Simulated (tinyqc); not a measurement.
Gaps across the alloy: virtual-crystal alloy in the empirical-pseudopotential method.

Empirical pseudopotential on the fcc lattice, atoms at +/- tau, tau = a (1,1,1)/8, no spin-orbit coupling. H(G,G') = c (2 pi/a)^2 |k + G|^2 delta + VS(q) cos(q.tau) + i VA(q) sin(q.tau), q = G - G', c = hbar^2/2m0; k and G in units of 2 pi/a; VS at |q|^2 = 3, 8, 11 and VA at 3, 4, 11, in rydberg, zero elsewhere. At each k the basis holds all G with |k + G|^2 up to 16; energies are counted from the fourth level at Gamma.

Virtual crystal A(1-x)B(x): a = (1 - x) a_A + x a_B. Rule linear: V = (1 - x) V_A + x V_B. Rule volume: V = [(1 - x) a_A^3 V_A + x a_B^3 V_B]/a^3, since a form factor is an atomic potential divided by the cell volume.

Constants: hbar^2/2m0 = 3.80998211 eV angstrom^2; Ry = 13.60569312 eV.

Values chosen for the exercise (classic local form factors of the size used for GaAs (A) and InAs (B), which place X and L only to a few tenths of an eV; the results hold for these values, not for the real material):
- a = (5.644, 6.032) angstrom (lattice constants of A, B)
- VSA = (-0.229, 0.011, 0.059) Ry (symmetric form factors of A)
- VAA = (0.068, 0.051, 0.011) Ry (antisymmetric form factors of A)
- VSB = (-0.224, 0, 0.05) Ry (symmetric form factors of B)
- VAB = (0.08, 0.05, 0.029) Ry (antisymmetric form factors of B)
- rule = linear (mixing rule)

Gaps from the valence top to the fifth band at Gamma, at L = (1/2,1/2,1/2) and at the lowest of k = (f,0,0), f = 0.70, 0.75, ..., 1.00. Bowing C = 4 [(E(0) + E(1))/2 - E(1/2)].

Gaps (eV):
```
x      Gamma  Delta/X  f of the minimum      L  lowest
0.000  1.373    1.628                 1  1.617   Gamma
0.167  1.212    1.724                 1  1.608   Gamma
0.333  1.054    1.815                 1  1.599   Gamma
0.500  0.899    1.902                 1  1.588   Gamma
0.667  0.749    1.986                 1  1.577   Gamma
0.833  0.604    2.066                 1  1.565   Gamma
1.000  0.466    2.144                 1  1.554   Gamma
```

bowing (eV): Gamma 0.080, Delta/X -0.064, L -0.011

The lowest valley is Gamma throughout. From A to B the Gamma gap moves by -0.91 eV, L by -0.06 eV and Delta/X by +0.52 eV; a move of Delta/X below about 0.4 eV is within the error of such form factors, sign included. The virtual crystal holds no disorder and no bond relaxation, so its bowing comes from the non-linear dependence on the mean potential and volume alone, and it may differ from measured bowing, which is positive in these alloys, in size and even in sign; crossings move with it.

(tinyqc, `OMP_NUM_THREADS=1 python tinyqc.py 1051255 1051256 out.jsonl`, Intel(R) Xeon(R) Processor @ 2.30GHz, 1 thread, shared host, about 0.2 s.)
